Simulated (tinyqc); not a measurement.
Transfer-length model of a contact: course of the iteration.

A metal contact of length d and width W on a thin layer of the same width. The metal has no resistance, the sheet resistance under it equals Rsh, and current enters the layer at the front edge x = 0.

A = Lt coth(d/Lt) is solved for Lt, starting from Lt = A. Lt(new) = A tanh(d/Lt).

Stop when Lt changes by less than 1e-9 of itself, or after 40 iterations.

Values chosen for this exercise: contact length d = 0.023 um.

A = 0.0744451 um

Course of the iteration:
```
iteration,Lt (um),relative change
1,0.0222951,0.701
2,0.0576619,1.59
3,0.0282138,0.511
4,0.0500607,0.774
5,0.0319838,0.361
6,0.0458850,0.435
7,0.0344757,0.249
8,0.0434085,0.259
9,0.0361258,0.168
...,...,...
32,0.0392611,1.18e-3
33,0.0392239,9.48e-4
34,0.0392538,7.62e-4
35,0.0392298,6.11e-4
36,0.0392491,4.91e-4
37,0.0392336,3.94e-4
38,0.0392460,3.17e-4
39,0.0392360,2.54e-4
40,0.0392441,2.04e-4
```

Did this iteration meet its convergence test, and what does its course show?

No. Not converged within 40 iterations: the values swing above and below the root and close in slowly. The plain step multiplies the error by -2x/sinh(2x) = -0.80 with x = d/Lt = 0.59, which nears -1 for a contact short against Lt. A rerun with Newton steps converges in 5 iterations, to 0.039240 um.

tinyqc, about 0.01 s, one thread, Intel Xeon 2.30GHz (shared host): `OMP_NUM_THREADS=1 python tinyqc.py 2760167 2760168 out.jsonl`
